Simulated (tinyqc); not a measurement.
What an interlayer buys: scattering of inversion-layer electrons by surface optical phonons of the gate insulator (remote phonon scattering). Computed by tinyqc, a small Python program. Command: `OMP_NUM_THREADS=1 python tinyqc.py 3113509 3113510 out.jsonl sophonon walk`. One thread of a shared host (Intel(R) Xeon(R) Processor @ 2.30GHz), about 0.01 s of CPU time with the checks.

One subband with the Fang-Howard envelope; insulator and channel are half-spaces, the gate is far away, and an interlayer only moves the polar surface away by t (its own modes and its permittivity contrast are left out).

Inputs (values chosen for the exercise, modelled on HfO2 on silicon):
```
quantity                                   value        unit
static constant of the insulator eps_0s     22.6           -
intermediate constant eps_i                 6.48           -
optical constant eps_inf                    5.01           -
hbar omega_TO1                              12.2         meV
hbar omega_TO2                              47.7         meV
constant of the channel eps_s               11.7           -
in-plane mass m                            0.188         m_0
valleys g_v                                    2           -
sheet density n                          9.3e+12      1/cm^2
mean distance of the electrons z0 = 3/b      2.9          nm
interlayer thickness t                         0          nm
temperature T                                150           K
mobility from other processes                600  cm^2/(V s)
```

Screening by the channel electrons: none.

Constants: k_B = 8.617333262e-05 eV/K; hbar^2/(2 m_0) = 3.80998212 eV angstrom^2; e^2/(4 pi eps_0) = 14.39964548 eV angstrom; hbar = 6.582119569e-16 eV s; e = 1.602176634e-19 C; m_0 = 9.1093837015e-31 kg.

Method:
- eps(w) = eps_inf + (eps_0s - eps_i) w1^2/(w1^2 - w^2) + (eps_i - eps_inf) w2^2/(w2^2 - w^2). Surface modes solve eps(w) + eps_s = 0, a quadratic in w^2; the strength of a mode is g = 2/(w d eps/dw).
- Occupation N = 1/(exp(hbar w/(k_B T)) - 1).
- Density of states D = g_v m/(pi hbar^2); eta = E_F/(k_B T) = ln(exp(n/(D k_B T)) - 1); screening wave number q_s = e^2 D/(2 eps_0 eps_avg) x 1/(1 + exp(-eta)), eps_avg = (eps_s + eps_inf)/2; b = 3/z0.
- For a mode of strength g, without the occupation factor, Area x |M(q)|^2 = e^2 hbar w g/(2 eps_0 q) x (b/(b + q))^6 exp(-2 q t).
- Approximate momentum relaxation rate, taking tau v alike in the initial and final states: 1/tau = (m/(2 pi hbar^3)) sum over modes and over absorption (N, E' = E + hbar w) and emission (N + 1, E' = E - hbar w > 0) of [(1 - f(E'))/(1 - f(E))] int_0^(2 pi) Area |M(q)|^2 (1 - cos theta) d theta, q^2 = k^2 + k'^2 - 2 k k' cos theta, f the Fermi function; 48 midpoints in theta from 0 to pi.
- mu = (e/m) int tau E f (1 - f) dE/(k_B T int f dE), by 300 midpoints from 0 to (max(eta, 0) + 14) k_B T; Matthiessen sum with the other processes.

hbar omega_SO (meV): 1 16.7134, 2 49.8852

strengths g: 1 0.0252588, 2 0.0054311

occupations N: 1 0.378254, 2 0.021537

b = 1.03448 1/nm

q_s = 1.68344 1/nm

eta = 4.57042

Against the interlayer thickness:
```
t (nm)  remote-phonon mobility (cm^2/(V s))  total (cm^2/(V s))
0.0                                    9892              565.69
0.3                                   13823              575.04
0.6                                   18661              581.31
1.0                                   26575              586.75
1.5                                   38908              590.89
2.0                                   54118              593.42
3.0                                   94308              596.21
```

1 nm of interlayer raises the remote-phonon mobility by a factor 2.69, as exp(2 q t) with an effective q of 0.49 per nm; between 2 and 3 nm the effective q is 0.28. The total goes from 566 to 587 over the first nanometre.

Extremes, crossings and ranges named in words are read from the listed rows.
